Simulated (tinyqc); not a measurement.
Nanosheet or nanowire with hard walls, valleys of the Si type: one step. Threshold shift from confinement. Three cases, with inputs chosen for the exercise.

Question. Form N1, W H Nc and dVt.

Hard walls around a W x H rectangle. The block w_c of w in (y, z) confines; the transport mass follows from 1/m_x = w_xx - w_xc w_c^-1 w_cx. The cross-section problem c (w_yy ky^2 + 2 w_yz ky kz + w_zz kz^2), c = hbar^2/2m0, is solved in products sin(n pi y/W) sin(l pi z/H), n, l = 1 to 12; if w_yz = 0 the levels are c pi^2 (w_yy n^2/W^2 + w_zz l^2/H^2). The w_yz term couples (n, l) to (n', l') by -2 c w_yz D_nn'(W) D_ll'(H) with D_nm(L) = 4 n m/(L (n^2 - m^2)) for n + m odd and 0 otherwise.

Without degeneracy the line density is N1 exp((EF - Ec)/kB T) with N1 = sum 2 g sqrt(m_x kB T/(4 pi c)) exp(-E/kB T), here over n, l up to 80 where w_yz = 0 and over all levels of a 12 x 12 sine basis otherwise; the classical value is W H Nc with Nc = 2 g_all (m_dos kB T/(4 pi c))^(3/2), m_dos = (ml mt^2)^(1/3); dVt = kB T ln(W H Nc/N1).

Constants: hbar^2/2m0 = 3.80998211 eV angstrom^2; kB = 8.617333262e-05 eV/K.

Give: N1; W H Nc; dVt.

Case 1.

Values chosen (near those of Si; the results hold for these values, not for the real material): W = 155 angstrom (width, along y); H = 78 angstrom (height, along z = [001]); ml = 0.924 m0 (longitudinal mass); mt = 0.19 m0 (transverse mass); T = 300 K (temperature); g_all = 6 (number of valleys).

Valleys:

| group | valleys g | w_yy | w_zz | \|w_yz\| | m_x (m0) |
|---|---|---|---|---|---|
| A | 2 | 5.263158 | 1.082251 | 0.000000 | 0.190000 |
| B | 2 | 1.082251 | 5.263158 | 0.000000 | 0.190000 |
| C | 2 | 5.263158 | 5.263158 | 0.000000 | 0.924000 |

Answer.

N1 = 1.165 1/nm
W H Nc = 3.325 1/nm
dVt = 27.1 mV

Case 2.

Values chosen (near those of Si; the results hold for these values, not for the real material): W = 140 angstrom (width, along y); H = 68 angstrom (height, along z = [001]); ml = 0.922 m0 (longitudinal mass); mt = 0.186 m0 (transverse mass); T = 77 K (temperature); g_all = 6 (number of valleys).

Valleys:

| group | valleys g | w_yy | w_zz | \|w_yz\| | m_x (m0) |
|---|---|---|---|---|---|
| A | 2 | 5.376344 | 1.084599 | 0.000000 | 0.186000 |
| B | 2 | 1.084599 | 5.376344 | 0.000000 | 0.186000 |
| C | 2 | 5.376344 | 5.376344 | 0.000000 | 0.922000 |

Answer.

N1 = 0.01211 1/nm
W H Nc = 0.3329 1/nm
dVt = 22.0 mV

Case 3.

Values chosen (near those of Si; the results hold for these values, not for the real material): W = 115 angstrom (width, along y); H = 46 angstrom (height, along z = [001]); ml = 0.918 m0 (longitudinal mass); mt = 0.189 m0 (transverse mass); T = 300 K (temperature); g_all = 6 (number of valleys).

Valleys:

| group | valleys g | w_yy | w_zz | \|w_yz\| | m_x (m0) |
|---|---|---|---|---|---|
| A | 2 | 5.291005 | 1.089325 | 0.000000 | 0.189000 |
| B | 4 | 3.190165 | 5.291005 | 0.000000 | 0.553500 |

Answer.

N1 = 0.1764 1/nm
W H Nc = 1.442 1/nm
dVt = 54.3 mV

Computed by tinyqc, one run a case: `OMP_NUM_THREADS=1 python tinyqc.py N N+1 out.jsonl` with N = 1251607, 1251887, 1252592; one thread of a shared Intel(R) Xeon(R) Processor @ 2.30GHz, about 0.03 s a run at most.
